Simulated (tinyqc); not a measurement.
# Input admittance of a MOSFET at zero drain bias: distributed channel and distributed gate: two studies

Source and drain grounded, strong inversion, w = 2 pi f, Cox = eps0 eox/tox. The channel is an RC line of resistance 1/(mu Cox Vo) per square fed from both ends, so one finger has the intrinsic admittance y = i w Cox L tanh(g)/g per width, g = (1/2) sqrt(i w tau), tau = L^2/(mu Vo). The vertical resistance rv/L is in series with y, the overlaps 2 i w Cov in parallel: y_t = 1/(1/y + rv/L) + 2 i w Cov. The gate strip is a line of Rsh/L per length loaded by y_t, so a finger has Y = y_t Wf tanh(k)/k, k = (Wf/sd) sqrt(y_t Rsh/L); the device has Nf Y.

Values chosen for this exercise; values of the order met in silicon radio-frequency transistors:
- eox = 8.74 (relative permittivity of the gate insulator (close to aluminium oxide))
- tox = 11 nm (insulator thickness)
- L = 0.58 um (channel length)
- Wf = 2.2 um (finger width)
- Nf = 8 (number of fingers)
- mu = 200 cm^2/(V s) (channel mobility)
- Vo = 0.21 V (gate overdrive)
- Rsh = 3.5 ohm/square (sheet resistance of the gate)
- rv = 0 ohm um^2 (vertical resistivity of the gate stack)
- sd = 2 (number of ends at which a finger is contacted)
- Cov = 0.36 fF/um (overlap and fringe capacitance on each side)
- f = 0.84 GHz (frequency)

Constants: eps0 = 8.8541878128e-14 F/cm where lengths are in cm. Results are converted to the units shown.

Each table varies one quantity; the others keep the values above.

## Input impedance against frequency

Low-frequency limits, with c = Cox L and ct = c + 2 Cov: R_strip = Rsh Wf/(3 sd^2 L Nf), R_ch = (c/ct)^2 L/(12 mu Cox Vo Wf Nf), R_vert = (c/ct)^2 rv/(L Wf Nf), C = ct Wf Nf. Z = 1/(Nf Y) = R + 1/(i w C), Q = |Im Z|/R, far-point signal |1/cosh k|.

The same in every row: low-frequency R (ohm) = 67.291.

Input impedance against frequency:
```
f (GHz)      w tau        |k|  R (ohm)  C (fF)       Q  signal at the far point
0.008    0.0040260  0.0013273   67.291  84.486  3499.3                   1.0000
0.02      0.010065  0.0020987   67.291  84.486  1399.7                   1.0000
0.06      0.030195  0.0036351   67.291  84.486  466.58                   1.0000
0.2        0.10065  0.0066366   67.291  84.484  139.98                   1.0000
0.5        0.25163   0.010492   67.287  84.475  56.000                   1.0000
1          0.50325   0.014832   67.275  84.442  28.016                   1.0000
3           1.5098   0.025572   67.143  84.091  9.3961                  0.99997
9           4.5293   0.042684   65.987  81.126  3.3034                  0.99974
30          15.098   0.063589   55.568  61.447  1.5537                  0.99891
```

R falls from 67.3 to 55.6 ohm and C falls from 84.5 to 61.4 fF. Q goes as f^(-1.00) between the first two rows and f^(-0.63) between the last two, where w tau = 15.1 and |k| = 0.0636. The low-frequency limits hold both R and C within 5 % up to f = 9 GHz among the rows.

## Effect of the channel length

Same model as above.

Effect of the channel length:
```
L (um)     w tau      |k|  R (ohm)  low-frequency R (ohm)  C (fF)      Q  signal at the far point
0.03    0.001131  0.02634    2.921                  2.921   16.39   3959                    1.000
0.058   0.004227  0.02085    2.599                  2.599   19.85   3672                    1.000
0.11     0.01521  0.01742    5.459                  5.459   26.29   1320                    1.000
0.22     0.06082  0.01518    16.79                  16.79   39.91  282.8                    1.000
0.42      0.2217  0.01398    43.70                  43.70   64.67  67.04                    1.000
0.8       0.8042  0.01330    100.8                  100.9   111.6  16.84                    1.000
1.6        3.217  0.01264    225.2                  226.5   207.2  4.062                    1.000
3          11.31  0.01054    423.5                  449.6   324.4  1.379                    1.000
```

As L goes from 0.03 to 3, R goes from 2.92 through a minimum of 2.60 (at L = 0.058 among the rows listed) to 423 ohm, C rises from 16.4 to 324 fF and Q falls from 3960 to 1.38. R_strip falls as 1/L while R_ch grows with L, which gives the minimum of R.

Numbers from tinyqc (`OMP_NUM_THREADS=1 python tinyqc.py 2262093 2262094 out.jsonl`; about 0.01 s on one thread of a shared Intel Xeon 2.30GHz).
